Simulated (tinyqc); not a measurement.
Strain-driven roughening and islands of a mismatched epitaxial film: one step, computed by the program tinyqc.

Film and substrate share isotropic elastic constants; the film is coherent and biaxially strained.

Task: A ripple of given wavelength. A ripple A cos(k x) has the surface chemical potential per volume [gamma k^2 - 2 (1 + nu) w k] A cos(k x), so k_c = 2 (1 + nu) w/gamma. With surface diffusion the amplitude grows at the rate q = B k^2 [2 (1 + nu) w k - gamma k^2], fastest at k_m = (3/4) k_c. B is the surface mobility. Stress at the trough = stress x (1 + 2 k A).

Inputs (values chosen for the exercise, modelled on GaN on AlN):
```
quantity                                   value       unit
Poisson ratio nu                             0.2          -
surface energy gamma                        1.85      J/m^2
surface mobility D_s nu_s Omega^2/(k_B T)  3e-35  m^6/(J s)
initial ripple amplitude A0                 0.16         nm
ripple wavelength over the critical one      2.4          -
```

Transport: surface diffusion.

k_c = 0.2848167 1/nm

energy density w = 219.5462 MJ/m^3

growth time 1/q at k_m = 25.96101 s

Give: k; rate q; q over the largest rate; stress concentration at A0.

Result:

k = 0.1187 1/nm

rate q = 0.01541 1/s

q over the largest rate = 0.4001

stress concentration at A0 = 1.038

The ripple grows.
